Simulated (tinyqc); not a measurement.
Levels against anisotropy: donor in an ellipsoidal valley (Kohn-Luttinger variational method). Computed by tinyqc, a small Python program. Command: `OMP_NUM_THREADS=1 python tinyqc.py 3028888 3028889 out.jsonl kohnlutt walk`. One thread of a shared host (Intel(R) Xeon(R) Processor @ 2.30GHz), about 0.05 s of CPU time with the checks.

H = -(d^2/dx^2 + d^2/dy^2) - gamma d^2/dz^2 - 2/r in units built on m_t, with gamma = m_t/m_l and z along the valley axis. One valley; no valley-orbit or central-cell term.

Inputs (values chosen for the exercise, for a model semiconductor): transverse mass m_t = 0.368 m_0; longitudinal mass m_l = 1.4 m_0; dielectric constant eps = 13.5.

Constants: Ry = 13.605693123 eV; a_0 = 0.529177210903 angstrom.

Method:
- Ry* = Ry m_t/eps^2, a* = a_0 eps/m_t, gamma = m_t/m_l.
- Trial function exp(-sqrt((x^2 + y^2)/a^2 + z^2/b^2)) with beta = b/a < 1: E = t/a^2 - u/a, t = (2 + gamma/beta^2)/3, u = 2 arcsin(sqrt(1 - beta^2))/sqrt(1 - beta^2); the best a is 2 t/u and E(beta) = -u^2/(4 t).
- The trial energy is minimised over beta by golden section from 0.05 to 0.999, 60 steps.
- Gaussian basis: g = P exp(-al (x^2 + y^2) - be z^2) with P = 1 (s-like), z (2p0) or x (2p+-); al = 0.004 x 2.6^k, k = 0..11, and be/al = 1, gamma^(-1/2) or 1/gamma (36 functions); 1/r = (2/sqrt(pi)) int exp(-t^2 r^2) dt by 48 Gauss-Legendre points after t = sqrt(al_i + al_j) tan(theta); overlap eigenvalues below 1e-10 are dropped.

gamma = 0.262857

Binding energies (Ry*):
```
gamma,"1s, trial","1s, Gaussians",2p0,2p+-
0.066,1.9906,1.9996,0.92748,0.36052
0.130,1.7412,1.7454,0.70945,0.33853
0.260,1.4816,1.4830,0.51837,0.31198
0.390,1.3315,1.3320,0.42322,0.29463
0.410,1.3131,1.3136,0.41235,0.29240
0.640,1.1531,1.1532,0.32395,0.27182
0.870,1.0469,1.0469,0.27155,0.25691
```

What follows from these numbers?

As gamma falls from 0.87 to 0.066, 1s deepens from 1.047 to 2.000 Ry*, on the way from the hydrogen value 1 to the two-dimensional limit 4; 2p+- moves from 0.257 to 0.361 (limits 1/4 and 4/9), while 2p0 climbs from 0.272 to 0.927 and joins 1s as gamma tends to 0. Near gamma = 1 the trial function is almost exact and can pass the Gaussian basis, whose own error is about 3e-5 Ry*.

Extremes, crossings and ranges named in words are read from the listed rows.
